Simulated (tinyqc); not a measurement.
Inverter chain driving a load.

N inverters, each f = Hc^(1/N) times larger than the one before: delay tau N (f + pp). Switched capacitance in units of the first input, with output capacitance pp times the input: Hc + (1 + pp)(Hc - 1)/(f - 1).

Parameters, values chosen for the exercise:
```
symbol,value,unit,meaning
Hc,690,,load over the input capacitance of the chain
pp,0,,parasitic delay of an inverter
tau,3.9,ps,delay unit
```

Results:
```
N        f  delay (ps)  switched capacitance
4   5.1252      79.953                857.02
6   2.9726      69.560                1039.3
7   2.5442      69.456                1136.2
8   2.2639      70.634                1235.1
9   2.0674      72.566                1335.5
10  1.9226      74.981                1436.8
11  1.8117      77.720                1538.9
```

Estimate the missing row, N = 5.

Computed row:
```
N       f  delay (ps)  switched capacitance
5  3.6963      72.078                945.53
```

With this row back in the table: The delay goes from 80.0 through a minimum of 69.5 (at N = 7 among the rows listed) to 77.7 ps. The best stage effort solves pp + rho (1 - ln rho) = 0, rho = 2.72, which gives N = ln Hc/ln rho = 6.54. One stage fewer than the best costs 0.15 % in delay and saves 8.5 % of the switched capacitance.

tinyqc, about 0.01 s, one thread, Intel Xeon 2.30GHz (shared host): `OMP_NUM_THREADS=1 python tinyqc.py 2082103 2082104 out.jsonl`
